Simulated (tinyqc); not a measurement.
Long-channel MOSFET, surface-potential model: two steps of the calculation.

n-channel transistor on a uniformly doped p-type body, gradual-channel approximation, constant mobility, Boltzmann statistics, full ionisation. Potentials are counted from the neutral body; V is the electron quasi-Fermi potential, Vsb at the source and Vsb + Vds at the drain. Charges are magnitudes per area.

Inputs (values chosen for the exercise); material values those of a made-up semiconductor:
- T = 293 K (temperature)
- Vfb = -0.7 V (flat-band voltage)
- mu = 520 cm^2/(V s) (channel mobility)
- W = 5 um (gate width)
- L = 0.5 um (gate length)
- Vsb = 2 V (source-body reverse bias)
- Vgs = 4.19 V (gate-source voltage)
- Vds = 0.1 V (drain-source voltage)

Constants: q = 1.602176634e-19 C, kB = 1.380649e-23 J/K, Vt = kB T/q. Results are converted to the units shown.

Task 1. Charges and current of the charge-sheet model. psi_0 and psi_L solve Vgs + Vsb - Vfb - psi = gamma sqrt(G) at V = Vsb and Vsb + Vds. Qi = Cox gamma [sqrt(G) - sqrt(psi - Vt)], G = psi - Vt + Vt exp((psi - 2 phiF - V)/Vt), at both ends. With U = Vgs + Vsb - Vfb: drift = mu (W/L) Cox [U (psi_L - psi_0) - (psi_L^2 - psi_0^2)/2 - (2/3) gamma ((psi_L - Vt)^1.5 - (psi_0 - Vt)^1.5)]; diffusion = mu (W/L) Vt (Qi0 - QiL).

psi_0 = 2.9181721 V
psi_L = 3.0107261 V
phiF = 0.41168484 V
Cox = 0.18224870 uF/cm^2
gamma = 1.9929968 V^0.5

Find: Qi0; QiL; drift current; diffusion current; drain current.

Result 1.

Qi0 = 106.1 nC/cm^2
QiL = 79.40 nC/cm^2
drift current = 44.63 uA
diffusion current = 3.502 uA
drain current = 48.13 uA

Drift carries 92.7 % of the current.

Task 2. Inversion charge along the channel. The surface potential psi at channel potential V solves Vgs + Vsb - Vfb - psi = gamma sqrt(G), G = psi - Vt + Vt exp((psi - 2 phiF - V)/Vt). Charge sheet: Qi = Cox gamma [sqrt(G) - sqrt(psi - Vt)]. Pao-Sah: Qi = (Cox gamma/2) integral from 3 Vt to psi of exp((u - 2 phiF - V)/Vt)/sqrt(G(u, V)) du.

| point | V (V) |
|---|---|
| 0 | 2 |
| 1 | 2.0166667 |
| 2 | 2.0333333 |
| 3 | 2.05 |
| 4 | 2.0666667 |
| 5 | 2.0833333 |
| 6 | 2.1 |

phiF = 0.41168484 V
Cox = 0.18224870 uF/cm^2
gamma = 1.9929968 V^0.5

Wanted: psi; Qi, charge sheet; Qi, Pao-Sah.

Result 2.

| point | psi (V) | Qi, charge sheet (nC/cm^2) | Qi, Pao-Sah (nC/cm^2) |
|---|---|---|---|
| 0 | 2.9182 | 106.07 | 106.52 |
| 1 | 2.9337 | 101.58 | 102.01 |
| 2 | 2.9492 | 97.105 | 97.514 |
| 3 | 2.9647 | 92.648 | 93.037 |
| 4 | 2.9801 | 88.210 | 88.579 |
| 5 | 2.9954 | 83.794 | 84.143 |
| 6 | 3.0107 | 79.400 | 79.730 |

At the source the charge-sheet charge is 0.42 % below the Pao-Sah one.

Numbers from tinyqc (`OMP_NUM_THREADS=1 python tinyqc.py 2360026 2360027 out.jsonl`; about 0.04 s on one thread of a shared Intel Xeon 2.30GHz).
